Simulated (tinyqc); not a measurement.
UHF in the sto-3g basis, for Be+, spin multiplicity 2, step by step (part 1 of 2). This run ends on a higher stationary point, not on the lowest solution. Computed by tinyqc, a small Python program that keeps every step (integrals from PySCF). Settings: charge = 1, multiplicity = 2, basis = sto-3g, energy threshold = 1e-09, iteration cap = 63, orthogonalisation = symmetric, start = Wolfsberg-Helmholz matrix, DIIS depth = 3, shift = 1.0, method = UHF. Command: `OMP_NUM_THREADS=1 python tinyqc.py 22885 22886 out.jsonl` (the two numbers bound the seeds that draw the settings). One thread of a shared host (Intel(R) Xeon(R) Processor @ 2.60GHz), about 0.07 s of CPU time with the checks. Later iterations appear only in the table of the cycle.

## One-electron integrals

Geometry (angstrom):
```
atom         x         y         z
Be    0.000000  0.000000  0.000000
```

Basis sto-3g: exponents (1/bohr^2) and contraction coefficients of normalised primitives:
```
element  l (shell)   exponent  coefficient
Be           s (1)  30.167871     0.154329
Be           s (1)   5.495115     0.535328
Be           s (1)   1.487193     0.444635
Be           s (2)   1.314833    -0.099967
Be           s (2)   0.305539     0.399513
Be           s (2)   0.099371     0.700115
Be           p (3)   1.314833     0.155916
Be           p (3)   0.305539     0.607684
Be           p (3)   0.099371     0.391957
```

Overlap, kinetic and nuclear-attraction integrals over the contracted functions; the nuclear repulsion is the sum of Za Zb / Rab.

nuclear repulsion = 0 hartree

overlap S, order 1Be 1s, 1Be 2s, 1Be 2px, 1Be 2py, 1Be 2pz:
$$\begin{pmatrix}
1.000000 & 0.259517 & 0.000000 & 0.000000 & 0.000000 \\
0.259517 & 1.000000 & 0.000000 & 0.000000 & 0.000000 \\
0.000000 & 0.000000 & 1.000000 & 0.000000 & 0.000000 \\
0.000000 & 0.000000 & 0.000000 & 1.000000 & 0.000000 \\
0.000000 & 0.000000 & 0.000000 & 0.000000 & 1.000000
\end{pmatrix}$$

kinetic energy T (hartree), order 1Be 1s, 1Be 2s, 1Be 2px, 1Be 2py, 1Be 2pz:
$$\begin{pmatrix}
6.693975 & -0.033012 & 0.000000 & 0.000000 & 0.000000 \\
-0.033012 & 0.211111 & 0.000000 & 0.000000 & 0.000000 \\
0.000000 & 0.000000 & 0.660592 & 0.000000 & 0.000000 \\
0.000000 & 0.000000 & 0.000000 & 0.660592 & 0.000000 \\
0.000000 & 0.000000 & 0.000000 & 0.000000 & 0.660592
\end{pmatrix}$$

nuclear attraction V (hartree), order 1Be 1s, 1Be 2s, 1Be 2px, 1Be 2py, 1Be 2pz:
$$\begin{pmatrix}
-14.561092 & -1.899246 & 0.000000 & 0.000000 & 0.000000 \\
-1.899246 & -2.313268 & 0.000000 & 0.000000 & 0.000000 \\
0.000000 & 0.000000 & -2.294749 & 0.000000 & 0.000000 \\
0.000000 & 0.000000 & 0.000000 & -2.294749 & 0.000000 \\
0.000000 & 0.000000 & 0.000000 & 0.000000 & -2.294749
\end{pmatrix}$$

core Hamiltonian H = T + V (hartree), order 1Be 1s, 1Be 2s, 1Be 2px, 1Be 2py, 1Be 2pz:
$$\begin{pmatrix}
-7.867117 & -1.932258 & 0.000000 & 0.000000 & 0.000000 \\
-1.932258 & -2.102157 & 0.000000 & 0.000000 & 0.000000 \\
0.000000 & 0.000000 & -1.634157 & 0.000000 & 0.000000 \\
0.000000 & 0.000000 & 0.000000 & -1.634157 & 0.000000 \\
0.000000 & 0.000000 & 0.000000 & 0.000000 & -1.634157
\end{pmatrix}$$

## Two-electron integrals

Functions are numbered as in S; the eight-fold symmetry (ij|kl) = (ji|kl) = (kl|ij) leaves the list below.

Two-electron integrals (ij|kl) in chemists' order, unique and non-zero (hartree):
```
(11|11) 2.298831   (21|11) 0.392036   (21|21) 0.079539   (22|11) 0.570988
(22|21) 0.143041   (22|22) 0.417683   (31|31) 0.014607   (32|31) 0.021888
(32|32) 0.092265   (33|11) 0.569578   (33|21) 0.143083   (33|22) 0.417589
(33|33) 0.449859   (41|41) 0.014607   (42|41) 0.021888   (42|42) 0.092265
(43|43) 0.024249   (44|11) 0.569578   (44|21) 0.143083   (44|22) 0.417589
(44|33) 0.401360   (44|44) 0.449859   (51|51) 0.014607   (52|51) 0.021888
(52|52) 0.092265   (53|53) 0.024249   (54|54) 0.024249   (55|11) 0.569578
(55|21) 0.143083   (55|22) 0.417589   (55|33) 0.401360   (55|44) 0.401360
(55|55) 0.449859
```

## Orthogonalisation

S = U s U^T; symmetric (Loewdin) form X = U s^(-1/2) U^T, so that X^T S X = 1.

eigenvalues of S: [0.740483, 1.000000, 1.000000, 1.000000, 1.259517]

X, order 1Be 1s, 1Be 2s, 1Be 2px, 1Be 2py, 1Be 2pz:
$$\begin{pmatrix}
1.026569 & -0.135528 & 0.000000 & 0.000000 & 0.000000 \\
-0.135528 & 1.026569 & 0.000000 & 0.000000 & 0.000000 \\
0.000000 & 0.000000 & 1.000000 & 0.000000 & 0.000000 \\
0.000000 & 0.000000 & 0.000000 & 1.000000 & 0.000000 \\
0.000000 & 0.000000 & 0.000000 & 0.000000 & 1.000000
\end{pmatrix}$$

## Starting guess

The start is the generalised Wolfsberg-Helmholz matrix (K = 1.75) built on H; D(s) = C_occ C_occ^T for each spin.

D(alpha) at the start, order 1Be 1s, 1Be 2s, 1Be 2px, 1Be 2py, 1Be 2pz:
$$\begin{pmatrix}
0.979214 & 0.037309 & 0.000000 & 0.000000 & 0.000000 \\
0.037309 & 0.001422 & 0.000000 & 0.000000 & 0.000000 \\
0.000000 & 0.000000 & 1.000000 & 0.000000 & 0.000000 \\
0.000000 & 0.000000 & 0.000000 & 0.000000 & 0.000000 \\
0.000000 & 0.000000 & 0.000000 & 0.000000 & 0.000000
\end{pmatrix}$$

D(beta) at the start, order 1Be 1s, 1Be 2s, 1Be 2px, 1Be 2py, 1Be 2pz:
$$\begin{pmatrix}
0.979214 & 0.037309 & 0.000000 & 0.000000 & 0.000000 \\
0.037309 & 0.001422 & 0.000000 & 0.000000 & 0.000000 \\
0.000000 & 0.000000 & 0.000000 & 0.000000 & 0.000000 \\
0.000000 & 0.000000 & 0.000000 & 0.000000 & 0.000000 \\
0.000000 & 0.000000 & 0.000000 & 0.000000 & 0.000000
\end{pmatrix}$$

## Iteration 1: building the Fock matrix

J_ij = sum D_kl (ij|kl) with D = D(alpha) + D(beta), K_ij = sum D_kl (ik|jl) for each spin; F = H + J - K(s); E = tr D H + tr D J / 2 - 0.5 sum_s tr D(s) K(s) + E_nn.

Coulomb J (hartree), order 1Be 1s, 1Be 2s, 1Be 2px, 1Be 2py, 1Be 2pz:
$$\begin{pmatrix}
5.131801 & 0.923134 & 0.000000 & 0.000000 & 0.000000 \\
0.923134 & 1.558363 & 0.000000 & 0.000000 & 0.000000 \\
0.000000 & 0.000000 & 1.587877 & 0.000000 & 0.000000 \\
0.000000 & 0.000000 & 0.000000 & 1.539379 & 0.000000 \\
0.000000 & 0.000000 & 0.000000 & 0.000000 & 1.539379
\end{pmatrix}$$

exchange K(alpha) (hartree), order 1Be 1s, 1Be 2s, 1Be 2px, 1Be 2py, 1Be 2pz:
$$\begin{pmatrix}
2.295019 & 0.430249 & 0.000000 & 0.000000 & 0.000000 \\
0.430249 & 0.181418 & 0.000000 & 0.000000 & 0.000000 \\
0.000000 & 0.000000 & 0.465927 & 0.000000 & 0.000000 \\
0.000000 & 0.000000 & 0.000000 & 0.040317 & 0.000000 \\
0.000000 & 0.000000 & 0.000000 & 0.000000 & 0.040317
\end{pmatrix}$$

exchange K(beta) (hartree), order 1Be 1s, 1Be 2s, 1Be 2px, 1Be 2py, 1Be 2pz:
$$\begin{pmatrix}
2.280413 & 0.408361 & 0.000000 & 0.000000 & 0.000000 \\
0.408361 & 0.089153 & 0.000000 & 0.000000 & 0.000000 \\
0.000000 & 0.000000 & 0.016067 & 0.000000 & 0.000000 \\
0.000000 & 0.000000 & 0.000000 & 0.016067 & 0.000000 \\
0.000000 & 0.000000 & 0.000000 & 0.000000 & 0.016067
\end{pmatrix}$$

F(alpha) (hartree), order 1Be 1s, 1Be 2s, 1Be 2px, 1Be 2py, 1Be 2pz:
$$\begin{pmatrix}
-5.030336 & -1.439373 & 0.000000 & 0.000000 & 0.000000 \\
-1.439373 & -0.725212 & 0.000000 & 0.000000 & 0.000000 \\
0.000000 & 0.000000 & -0.512207 & 0.000000 & 0.000000 \\
0.000000 & 0.000000 & 0.000000 & -0.135096 & 0.000000 \\
0.000000 & 0.000000 & 0.000000 & 0.000000 & -0.135096
\end{pmatrix}$$

F(beta) (hartree), order 1Be 1s, 1Be 2s, 1Be 2px, 1Be 2py, 1Be 2pz:
$$\begin{pmatrix}
-5.015729 & -1.417485 & 0.000000 & 0.000000 & 0.000000 \\
-1.417485 & -0.632947 & 0.000000 & 0.000000 & 0.000000 \\
0.000000 & 0.000000 & -0.062348 & 0.000000 & 0.000000 \\
0.000000 & 0.000000 & 0.000000 & -0.110846 & 0.000000 \\
0.000000 & 0.000000 & 0.000000 & 0.000000 & -0.110846
\end{pmatrix}$$

total energy of this density = -13.95011600 hartree

## Iteration 1: diagonalisation and new density

A level shift of 1 hartree raises the virtual space: F + shift (S - S D(s) S), with D(s) the density of one spin. Diagonalise F' = X^T F X, C = X C', fill 2 alpha and 1 beta electrons from the bottom; D(s) = C_occ C_occ^T. Each column has its largest component positive (the first on a tie).

F' = X^T F X (alpha) (hartree):
$$\begin{pmatrix}
-4.886143 & -0.907106 & 0.000000 & 0.000000 & 0.000000 \\
-0.907106 & 0.516006 & 0.000000 & 0.000000 & 0.000000 \\
0.000000 & 0.000000 & -0.512207 & 0.000000 & 0.000000 \\
0.000000 & 0.000000 & 0.000000 & 0.864904 & 0.000000 \\
0.000000 & 0.000000 & 0.000000 & 0.000000 & 0.864904
\end{pmatrix}$$

orbital energies (alpha) (hartree): MO1 -5.034392, MO2 -0.512207, MO3 0.664255, MO4 0.864904, MO5 0.864904

coefficients C (alpha), order 1Be 1s, 1Be 2s, 1Be 2px, 1Be 2py, 1Be 2pz:
$$\begin{pmatrix}
0.991269 & 0.000000 & -0.299330 & 0.000000 & 0.000000 \\
0.031823 & 0.000000 & 1.034988 & 0.000000 & 0.000000 \\
0.000000 & 1.000000 & 0.000000 & 0.000000 & 0.000000 \\
0.000000 & 0.000000 & 0.000000 & 1.000000 & 0.000000 \\
0.000000 & 0.000000 & 0.000000 & 0.000000 & 1.000000
\end{pmatrix}$$

F' = X^T F X (beta) (hartree):
$$\begin{pmatrix}
-4.875146 & -0.898507 & 0.000000 & 0.000000 & 0.000000 \\
-0.898507 & 0.607416 & 0.000000 & 0.000000 & 0.000000 \\
0.000000 & 0.000000 & 0.937652 & 0.000000 & 0.000000 \\
0.000000 & 0.000000 & 0.000000 & 0.889154 & 0.000000 \\
0.000000 & 0.000000 & 0.000000 & 0.000000 & 0.889154
\end{pmatrix}$$

orbital energies (beta) (hartree): MO1 -5.018641, MO2 0.750912, MO3 0.889154, MO4 0.889154, MO5 0.937652

coefficients C (beta), order 1Be 1s, 1Be 2s, 1Be 2px, 1Be 2py, 1Be 2pz:
$$\begin{pmatrix}
0.992350 & -0.295728 & 0.000000 & 0.000000 & 0.000000 \\
0.028064 & 1.035097 & 0.000000 & 0.000000 & 0.000000 \\
0.000000 & 0.000000 & 0.000000 & 0.000000 & 1.000000 \\
0.000000 & 0.000000 & 1.000000 & 0.000000 & 0.000000 \\
0.000000 & 0.000000 & 0.000000 & 1.000000 & 0.000000
\end{pmatrix}$$

D(alpha) after iteration 1, order 1Be 1s, 1Be 2s, 1Be 2px, 1Be 2py, 1Be 2pz:
$$\begin{pmatrix}
0.982614 & 0.031545 & 0.000000 & 0.000000 & 0.000000 \\
0.031545 & 0.001013 & 0.000000 & 0.000000 & 0.000000 \\
0.000000 & 0.000000 & 1.000000 & 0.000000 & 0.000000 \\
0.000000 & 0.000000 & 0.000000 & 0.000000 & 0.000000 \\
0.000000 & 0.000000 & 0.000000 & 0.000000 & 0.000000
\end{pmatrix}$$

D(beta) after iteration 1, order 1Be 1s, 1Be 2s, 1Be 2px, 1Be 2py, 1Be 2pz:
$$\begin{pmatrix}
0.984758 & 0.027849 & 0.000000 & 0.000000 & 0.000000 \\
0.027849 & 0.000788 & 0.000000 & 0.000000 & 0.000000 \\
0.000000 & 0.000000 & 0.000000 & 0.000000 & 0.000000 \\
0.000000 & 0.000000 & 0.000000 & 0.000000 & 0.000000 \\
0.000000 & 0.000000 & 0.000000 & 0.000000 & 0.000000
\end{pmatrix}$$

Within a degenerate level the vectors are fixed only up to a rotation; this is one choice.

## Iteration 2: building the Fock matrix

As before.

Coulomb J (hartree), order 1Be 1s, 1Be 2s, 1Be 2px, 1Be 2py, 1Be 2pz:
$$\begin{pmatrix}
5.139830 & 0.924070 & 0.000000 & 0.000000 & 0.000000 \\
0.924070 & 1.558679 & 0.000000 & 0.000000 & 0.000000 \\
0.000000 & 0.000000 & 1.588180 & 0.000000 & 0.000000 \\
0.000000 & 0.000000 & 0.000000 & 1.539681 & 0.000000 \\
0.000000 & 0.000000 & 0.000000 & 0.000000 & 1.539681
\end{pmatrix}$$

exchange K(alpha) (hartree), order 1Be 1s, 1Be 2s, 1Be 2px, 1Be 2py, 1Be 2pz:
$$\begin{pmatrix}
2.298285 & 0.427774 & 0.000000 & 0.000000 & 0.000000 \\
0.427774 & 0.179868 & 0.000000 & 0.000000 & 0.000000 \\
0.000000 & 0.000000 & 0.465686 & 0.000000 & 0.000000 \\
0.000000 & 0.000000 & 0.000000 & 0.040076 & 0.000000 \\
0.000000 & 0.000000 & 0.000000 & 0.000000 & 0.040076
\end{pmatrix}$$

exchange K(beta) (hartree), order 1Be 1s, 1Be 2s, 1Be 2px, 1Be 2py, 1Be 2pz:
$$\begin{pmatrix}
2.285689 & 0.404290 & 0.000000 & 0.000000 & 0.000000 \\
0.404290 & 0.086623 & 0.000000 & 0.000000 & 0.000000 \\
0.000000 & 0.000000 & 0.015676 & 0.000000 & 0.000000 \\
0.000000 & 0.000000 & 0.000000 & 0.015676 & 0.000000 \\
0.000000 & 0.000000 & 0.000000 & 0.000000 & 0.015676
\end{pmatrix}$$

F(alpha) (hartree), order 1Be 1s, 1Be 2s, 1Be 2px, 1Be 2py, 1Be 2pz:
$$\begin{pmatrix}
-5.025571 & -1.435962 & 0.000000 & 0.000000 & 0.000000 \\
-1.435962 & -0.723346 & 0.000000 & 0.000000 & 0.000000 \\
0.000000 & 0.000000 & -0.511664 & 0.000000 & 0.000000 \\
0.000000 & 0.000000 & 0.000000 & -0.134553 & 0.000000 \\
0.000000 & 0.000000 & 0.000000 & 0.000000 & -0.134553
\end{pmatrix}$$

F(beta) (hartree), order 1Be 1s, 1Be 2s, 1Be 2px, 1Be 2py, 1Be 2pz:
$$\begin{pmatrix}
-5.012976 & -1.412478 & 0.000000 & 0.000000 & 0.000000 \\
-1.412478 & -0.630100 & 0.000000 & 0.000000 & 0.000000 \\
0.000000 & 0.000000 & -0.061653 & 0.000000 & 0.000000 \\
0.000000 & 0.000000 & 0.000000 & -0.110152 & 0.000000 \\
0.000000 & 0.000000 & 0.000000 & 0.000000 & -0.110152
\end{pmatrix}$$

total energy of this density = -13.95097200 hartree

## Iteration 2: DIIS over 2 matrices

error matrix X^T (FDS - SDF) X (alpha):
$$\begin{pmatrix}
0.000000 & -0.007796 & 0.000000 & 0.000000 & 0.000000 \\
0.007796 & 0.000000 & 0.000000 & 0.000000 & 0.000000 \\
0.000000 & 0.000000 & 0.000000 & 0.000000 & 0.000000 \\
0.000000 & 0.000000 & 0.000000 & 0.000000 & 0.000000 \\
0.000000 & 0.000000 & 0.000000 & 0.000000 & 0.000000
\end{pmatrix}$$

B (overlaps of the stored error matrices):
$$\begin{pmatrix}
7.8707806e-03 & 1.9758961e-03 \\
1.9758961e-03 & 4.9633355e-04
\end{pmatrix}$$

Minimise |sum c_i e_i|^2 with sum c_i = 1: solve [B -1; -1 0][c; lambda] = [0; -1] with B_ij = tr e_i^T e_j summed over both spins, and take F = sum c_i F_i.

DIIS coefficients: [-0.335097, 1.335097]

extrapolated F(alpha) (hartree), order 1Be 1s, 1Be 2s, 1Be 2px, 1Be 2py, 1Be 2pz:
$$\begin{pmatrix}
-5.023975 & -1.434820 & 0.000000 & 0.000000 & 0.000000 \\
-1.434820 & -0.722721 & 0.000000 & 0.000000 & 0.000000 \\
0.000000 & 0.000000 & -0.511482 & 0.000000 & 0.000000 \\
0.000000 & 0.000000 & 0.000000 & -0.134371 & 0.000000 \\
0.000000 & 0.000000 & 0.000000 & 0.000000 & -0.134371
\end{pmatrix}$$

extrapolated F(beta) (hartree), order 1Be 1s, 1Be 2s, 1Be 2px, 1Be 2py, 1Be 2pz:
$$\begin{pmatrix}
-5.012054 & -1.410800 & 0.000000 & 0.000000 & 0.000000 \\
-1.410800 & -0.629146 & 0.000000 & 0.000000 & 0.000000 \\
0.000000 & 0.000000 & -0.061421 & 0.000000 & 0.000000 \\
0.000000 & 0.000000 & 0.000000 & -0.109920 & 0.000000 \\
0.000000 & 0.000000 & 0.000000 & 0.000000 & -0.109920
\end{pmatrix}$$

## Iteration 2: diagonalisation and new density

As before.

F' = X^T F X (alpha) (hartree):
$$\begin{pmatrix}
-4.882500 & -0.898080 & 0.000000 & 0.000000 & 0.000000 \\
-0.898080 & 0.519320 & 0.000000 & 0.000000 & 0.000000 \\
0.000000 & 0.000000 & -0.511482 & 0.000000 & 0.000000 \\
0.000000 & 0.000000 & 0.000000 & 0.865629 & 0.000000 \\
0.000000 & 0.000000 & 0.000000 & 0.000000 & 0.865629
\end{pmatrix}$$

orbital energies (alpha) (hartree): MO1 -5.027897, MO2 -0.511482, MO3 0.664716, MO4 0.865629, MO5 0.865629

coefficients C (alpha), order 1Be 1s, 1Be 2s, 1Be 2px, 1Be 2py, 1Be 2pz:
$$\begin{pmatrix}
0.991715 & 0.000000 & -0.297849 & 0.000000 & 0.000000 \\
0.030277 & 0.000000 & 1.035034 & 0.000000 & 0.000000 \\
0.000000 & 1.000000 & 0.000000 & 0.000000 & 0.000000 \\
0.000000 & 0.000000 & 0.000000 & 1.000000 & 0.000000 \\
0.000000 & 0.000000 & 0.000000 & 0.000000 & 1.000000
\end{pmatrix}$$

F' = X^T F X (beta) (hartree):
$$\begin{pmatrix}
-4.876046 & -0.883557 & 0.000000 & 0.000000 & 0.000000 \\
-0.883557 & 0.612612 & 0.000000 & 0.000000 & 0.000000 \\
0.000000 & 0.000000 & 0.938579 & 0.000000 & 0.000000 \\
0.000000 & 0.000000 & 0.000000 & 0.890080 & 0.000000 \\
0.000000 & 0.000000 & 0.000000 & 0.000000 & 0.890080
\end{pmatrix}$$

orbital energies (beta) (hartree): MO1 -5.014773, MO2 0.751339, MO3 0.890080, MO4 0.890080, MO5 0.938579

coefficients C (beta), order 1Be 1s, 1Be 2s, 1Be 2px, 1Be 2py, 1Be 2pz:
$$\begin{pmatrix}
0.993123 & -0.293119 & 0.000000 & 0.000000 & 0.000000 \\
0.025343 & 1.035167 & 0.000000 & 0.000000 & 0.000000 \\
0.000000 & 0.000000 & 0.000000 & 0.000000 & 1.000000 \\
0.000000 & 0.000000 & 1.000000 & 0.000000 & 0.000000 \\
0.000000 & 0.000000 & 0.000000 & 1.000000 & 0.000000
\end{pmatrix}$$

D(alpha) after iteration 2, order 1Be 1s, 1Be 2s, 1Be 2px, 1Be 2py, 1Be 2pz:
$$\begin{pmatrix}
0.983499 & 0.030026 & 0.000000 & 0.000000 & 0.000000 \\
0.030026 & 0.000917 & 0.000000 & 0.000000 & 0.000000 \\
0.000000 & 0.000000 & 1.000000 & 0.000000 & 0.000000 \\
0.000000 & 0.000000 & 0.000000 & 0.000000 & 0.000000 \\
0.000000 & 0.000000 & 0.000000 & 0.000000 & 0.000000
\end{pmatrix}$$

D(beta) after iteration 2, order 1Be 1s, 1Be 2s, 1Be 2px, 1Be 2py, 1Be 2pz:
$$\begin{pmatrix}
0.986294 & 0.025169 & 0.000000 & 0.000000 & 0.000000 \\
0.025169 & 0.000642 & 0.000000 & 0.000000 & 0.000000 \\
0.000000 & 0.000000 & 0.000000 & 0.000000 & 0.000000 \\
0.000000 & 0.000000 & 0.000000 & 0.000000 & 0.000000 \\
0.000000 & 0.000000 & 0.000000 & 0.000000 & 0.000000
\end{pmatrix}$$

Within a degenerate level the vectors are fixed only up to a rotation; this is one choice.

## Iteration 3: building the Fock matrix

As before.

Coulomb J (hartree), order 1Be 1s, 1Be 2s, 1Be 2px, 1Be 2py, 1Be 2pz:
$$\begin{pmatrix}
5.141965 & 0.924316 & 0.000000 & 0.000000 & 0.000000 \\
0.924316 & 1.558759 & 0.000000 & 0.000000 & 0.000000 \\
0.000000 & 0.000000 & 1.588256 & 0.000000 & 0.000000 \\
0.000000 & 0.000000 & 0.000000 & 1.539758 & 0.000000 \\
0.000000 & 0.000000 & 0.000000 & 0.000000 & 1.539758
\end{pmatrix}$$

exchange K(alpha) (hartree), order 1Be 1s, 1Be 2s, 1Be 2px, 1Be 2py, 1Be 2pz:
$$\begin{pmatrix}
2.299119 & 0.427119 & 0.000000 & 0.000000 & 0.000000 \\
0.427119 & 0.179464 & 0.000000 & 0.000000 & 0.000000 \\
0.000000 & 0.000000 & 0.465624 & 0.000000 & 0.000000 \\
0.000000 & 0.000000 & 0.000000 & 0.040014 & 0.000000 \\
0.000000 & 0.000000 & 0.000000 & 0.000000 & 0.040014
\end{pmatrix}$$

exchange K(beta) (hartree), order 1Be 1s, 1Be 2s, 1Be 2px, 1Be 2py, 1Be 2pz:
$$\begin{pmatrix}
2.287108 & 0.403128 & 0.000000 & 0.000000 & 0.000000 \\
0.403128 & 0.085917 & 0.000000 & 0.000000 & 0.000000 \\
0.000000 & 0.000000 & 0.015568 & 0.000000 & 0.000000 \\
0.000000 & 0.000000 & 0.000000 & 0.015568 & 0.000000 \\
0.000000 & 0.000000 & 0.000000 & 0.000000 & 0.015568
\end{pmatrix}$$

F(alpha) (hartree), order 1Be 1s, 1Be 2s, 1Be 2px, 1Be 2py, 1Be 2pz:
$$\begin{pmatrix}
-5.024271 & -1.435061 & 0.000000 & 0.000000 & 0.000000 \\
-1.435061 & -0.722861 & 0.000000 & 0.000000 & 0.000000 \\
0.000000 & 0.000000 & -0.511525 & 0.000000 & 0.000000 \\
0.000000 & 0.000000 & 0.000000 & -0.134414 & 0.000000 \\
0.000000 & 0.000000 & 0.000000 & 0.000000 & -0.134414
\end{pmatrix}$$

F(beta) (hartree), order 1Be 1s, 1Be 2s, 1Be 2px, 1Be 2py, 1Be 2pz:
$$\begin{pmatrix}
-5.012260 & -1.411070 & 0.000000 & 0.000000 & 0.000000 \\
-1.411070 & -0.629315 & 0.000000 & 0.000000 & 0.000000 \\
0.000000 & 0.000000 & -0.061469 & 0.000000 & 0.000000 \\
0.000000 & 0.000000 & 0.000000 & -0.109968 & 0.000000 \\
0.000000 & 0.000000 & 0.000000 & 0.000000 & -0.109968
\end{pmatrix}$$

total energy of this density = -13.95102795 hartree

## Iteration 3: DIIS over 3 matrices

error matrix X^T (FDS - SDF) X (alpha):
$$\begin{pmatrix}
0.000000 & -0.001332 & 0.000000 & 0.000000 & 0.000000 \\
0.001332 & 0.000000 & 0.000000 & 0.000000 & 0.000000 \\
0.000000 & 0.000000 & 0.000000 & 0.000000 & 0.000000 \\
0.000000 & 0.000000 & 0.000000 & 0.000000 & 0.000000 \\
0.000000 & 0.000000 & 0.000000 & 0.000000 & 0.000000
\end{pmatrix}$$

B (overlaps of the stored error matrices):
$$\begin{pmatrix}
7.8707806e-03 & 1.9758961e-03 & 3.4515513e-04 \\
1.9758961e-03 & 4.9633355e-04 & 8.6728153e-05 \\
3.4515513e-04 & 8.6728153e-05 & 1.5157132e-05
\end{pmatrix}$$

As before.

DIIS coefficients: [0.029973, -0.349977, 1.320004]

extrapolated F(alpha) (hartree), order 1Be 1s, 1Be 2s, 1Be 2px, 1Be 2py, 1Be 2pz:
$$\begin{pmatrix}
-5.023998 & -1.434874 & 0.000000 & 0.000000 & 0.000000 \\
-1.434874 & -0.722762 & 0.000000 & 0.000000 & 0.000000 \\
0.000000 & 0.000000 & -0.511497 & 0.000000 & 0.000000 \\
0.000000 & 0.000000 & 0.000000 & -0.134386 & 0.000000 \\
0.000000 & 0.000000 & 0.000000 & 0.000000 & -0.134386
\end{pmatrix}$$

extrapolated F(beta) (hartree), order 1Be 1s, 1Be 2s, 1Be 2px, 1Be 2py, 1Be 2pz:
$$\begin{pmatrix}
-5.012113 & -1.410769 & 0.000000 & 0.000000 & 0.000000 \\
-1.410769 & -0.629149 & 0.000000 & 0.000000 & 0.000000 \\
0.000000 & 0.000000 & -0.061430 & 0.000000 & 0.000000 \\
0.000000 & 0.000000 & 0.000000 & -0.109929 & 0.000000 \\
0.000000 & 0.000000 & 0.000000 & 0.000000 & -0.109929
\end{pmatrix}$$
